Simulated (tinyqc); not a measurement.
Q-state Potts model on a small periodic square lattice: enumeration, Metropolis, heat-bath and Wolff steps: one step, computed by the program tinyqc. Command: `OMP_NUM_THREADS=1 python tinyqc.py 3113546 3113547 out.jsonl potts walk`. One thread of a shared host (Intel(R) Xeon(R) Processor @ 2.30GHz), about 0.08 s of CPU time with the checks.

E = -J x (number of nearest-neighbour bonds with equal states); n x n sites with periodic edges have 2 n^2 bonds. Order parameter m = (q f - 1)/(q - 1), f being the largest share of one state. Sites are numbered row by row from 0. Here q = 2 and n = 4.

Question. One Wolff cluster. Seed site = floor(r n^2); new state = (old + 1 + floor(r (q - 1))) mod q. Sites are taken first in, first out; each neighbour (right, left, below, above) with the seed state and not yet in the cluster joins if the next r < p. The cluster then takes the new state.

Inputs (values chosen for the exercise, for a model of domains or grain orientations): temperature T = 398 K.

Update: Wolff cluster.

start states:
```
   1  2  3  4
1  1  0  0  1
2  1  1  1  1
3  0  1  1  1
4  1  1  0  1
```

random numbers, used in turn: 0.0847  0.8584  0.1525  0.3269  0.6402  0.6262  0.6612  0.6641  0.4102  0.7926  0.4764  0.8323  0.4297  0.1155  0.2992  0.7233  0.2465  0.9828  0.7834  0.2074  0.1028  0.3239  0.8656  0.9162  0.5728  0.0902  0.7280  0.9692  0.8154  0.6691  0.4471  0.0840  0.7207  0.1895  0.2155  0.1486  0.1661  0.5714  0.5159  0.0992  0.7959  0.4703  0.5964  0.0813  0.8752  0.1355  0.6849  0.5104  0.9491  0.5660  0.1256  0.0644  0.7399  0.7272  0.0203  0.4260  0.4955  0.2173  0.5745  0.4552  0.5527  0.6193  0.1343  0.5774  0.2930  0.1209

p = 0.6066386

Give: the table «Bonds tested» with the columns to, r, result, for from = 1, 2; seed site; cluster size; states afterwards.

Answer.

Bonds tested:
```
from  to       r  result
1      2  0.1525   joins
2     14  0.3269   joins
```

seed site = 1

cluster size = 3

states afterwards:
```
   1  2  3  4
1  1  1  1  1
2  1  1  1  1
3  0  1  1  1
4  1  1  1  1
```
